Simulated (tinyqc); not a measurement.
From results to parameters: diatomic chain. Computed by the program tinyqc.

Problem. A chain of two alternating masses has one spring constant k; at the zone edge omega^2 = 2k/M and 2k/m, and wavenumber = 521.4708 sqrt(omega^2) with omega^2 in eV/(angstrom^2 u). Find k, the heavier mass and the optical wavenumber at q = 0.

wavenumbers at the zone edge (cm^-1): 334.783507  525.798433
lighter mass = 24.000000 u

Solution. The upper value gives k = m omega^2/2, the ratio of the squares gives M/m, and at q = 0 omega^2 = 2k (1/m + 1/M), the sum of the two.

k = 12.2000 eV/angstrom^2
heavier mass = 59.2000 u
optical wavenumber at q = 0 = 623.333 cm^-1
